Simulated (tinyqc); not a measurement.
From results back to parameters: thresholds of impact ionisation and Auger recombination from band masses. Four cases, with inputs chosen for the exercise.

Problem. For parabolic bands the thresholds of impact ionisation are Eg (1 + 2 mu)/(1 + mu) for electrons and Eg (2 + mu)/(1 + mu) for heavy holes, mu = me/mh. Both are given.

Case 1.

thresholds for electrons and holes (eV): 1.788142  2.903858

Case 2.

thresholds for electrons and holes (eV): 0.445469  0.817531

Case 3.

thresholds for electrons and holes (eV): 0.438372  0.794628

Case 4.

thresholds for electrons and holes (eV): 0.439262  0.805738

Find: Eg; mu.

Solution. The sum is 3 Eg; mu = (E_e - Eg)/(2 Eg - E_e).

Case 1.

Eg = 1.564 eV
mu = 0.1673

Case 2.

Eg = 0.421 eV
mu = 0.0617

Case 3.

Eg = 0.411 eV
mu = 0.0714

Case 4.

Eg = 0.415 eV
mu = 0.0621

Computed by tinyqc, one run a case: `OMP_NUM_THREADS=1 python tinyqc.py N N+1 out.jsonl` with N = 1850603, 1850611, 1850617, 1850633; one thread of a shared Intel(R) Xeon(R) Processor @ 2.30GHz, about 0.01 s a run at most.
